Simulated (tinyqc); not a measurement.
Inside a calculation. Model: strained alloy layer of InAs and GaAs on (001) InP, model-solid band line-up.

Computed by the program tinyqc: `OMP_NUM_THREADS=1 python tinyqc.py 2690024 2690025 out.jsonl`, one thread of a shared Intel Xeon 2.30GHz, about 0.01 s for the whole run. Printed values are rounded.

The layer is x parts of the first compound and 1 - x of the second, grown coherently on the third as substrate and barrier. Rows of the table: lattice constant a, average valence level Ea on an absolute scale, spin-orbit splitting so, gaps at Gamma, X and L, hydrostatic deformation potentials av and ac (Gamma), shear potential b, elastic constants, electron and heavy-hole (along z) masses. All are interpolated linearly in x; gaps get -C x (1 - x), taken wholly in the conduction band; real line-ups can differ from this model by 0.1 eV or more.

Inputs (values chosen for the exercise): fraction of the first compound in the layer x = 0.74; bowing of the Gamma gap CG = 0.477 eV; bowing of the X gap CX = 1.4 eV; bowing of the L gap CL = 0.33 eV; layer thickness Lw = 14.3 nm.

Constants: q = 1.602176634e-19 C, hbar = 1.054571817e-34 J s, h = 6.62607015e-34 J s, m0 = 9.1093837015e-31 kg, c = 299792458 m/s, hbar^2/(2 m0) = 0.0380998212 eV nm^2. Results are converted to the units shown.

## Relaxed alloy and strain

Binary compounds, values chosen for the exercise:
```
              close to InAs  close to GaAs  close to InP
a (angstrom)          6.058          5.653         5.869
Ea (eV)               -6.67          -6.92         -7.04
so (eV)               0.382          0.343          0.11
EG (eV)               0.351           1.43          1.35
EX (eV)                1.36            1.9           2.2
EL (eV)                1.06           1.73          1.91
av (eV)                   1           1.15          1.25
ac (eV)               -5.14          -7.08         -5.09
b (eV)                -1.77          -1.72         -1.69
c11 (GPa)              82.3            118          99.7
c12 (GPa)              45.7           54.1          56.7
me (m0)              0.0227         0.0675         0.079
mh (m0)               0.326          0.345         0.532
```

In-plane strain e = (a_substrate - a)/a, e_z = -2 (c12/c11) e, volume change 2 e + e_z.

a = 5.95270 angstrom
Gamma gap = 0.539765 eV
X gap = 1.23104 eV
L gap = 1.17071 eV
e = -1.40608 %
e_z = 1.47035 %
volume change = -1.34182 %

The relaxed alloy has its lowest gap at Gamma (direct). The layer is under compressive in-plane strain.

## Band edges and offsets

In-plane strain e = (a_substrate - a)/a, e_z = -2 (c12/c11) e, volume change 2 e + e_z. With v = 2 e + e_z and d = 2 b (e_z - e): Eav = Ea + av v; E_hh = Eav + so/3 - d/2; E_lh = Eav - so/6 + d/4 + sqrt(so^2 + so d + 9 d^2/4)/2; E_c = Ea + so/3 + EG + ac v (Gamma). Substrate: E_v = Ea + so/3, E_c = E_v + EG. Well depths: dEc = E_c(substrate) - E_c, dEhh = E_hh - E_v(substrate), dElh likewise; strained Gamma gap E_c - max(E_hh, E_lh); positive values confine carriers in the layer.

d = -0.101078 eV
E_hh = -6.57445 eV
E_lh = -6.66035 eV
E_c = -5.99554 eV
strained Gamma gap = 0.578905 eV
dEc = 0.342211 eV
dEhh = 0.428884 eV
dElh = 0.342987 eV

The heavy-hole band lies on top, by 85.9 meV. At Gamma the line-up is type I, both carriers held in the layer.

## Critical thickness

In-plane strain e = (a_substrate - a)/a. Matthews-Blakeslee for 60-degree dislocations in a single layer: hc = k (ln(hc/bv) + 1), k = bv (1 - nu/4)/(4 pi |e| (1 + nu)), nu = c12/(c11 + c12), bv = a/sqrt(2); the larger root.

nu = 0.343338
bv = 0.420919 nm
hc = 5.90184 nm

The layer, Lw = 14.3 nm, is thicker than hc, so it is metastable at best by this criterion.

## Electron to heavy-hole transition of the well

Lowest level of a finite well of width Lw and depth V: kw Lw/2 = arctan(sqrt((mw/mb)(V - E)/E)), kw = sqrt(mw E/C), C = hbar^2/(2 m0), for electrons (dEc) and heavy holes (dEhh), mb from the substrate; transition E_c - E_hh + both levels, without exciton binding; wavelength h c/E.

electron mass in the layer = 0.0343480 m0
heavy-hole mass in the layer = 0.330940 m0
electron level = 28.3524 meV
heavy-hole level = 4.66105 meV
transition energy = 0.611919 eV
wavelength = 2026.16 nm
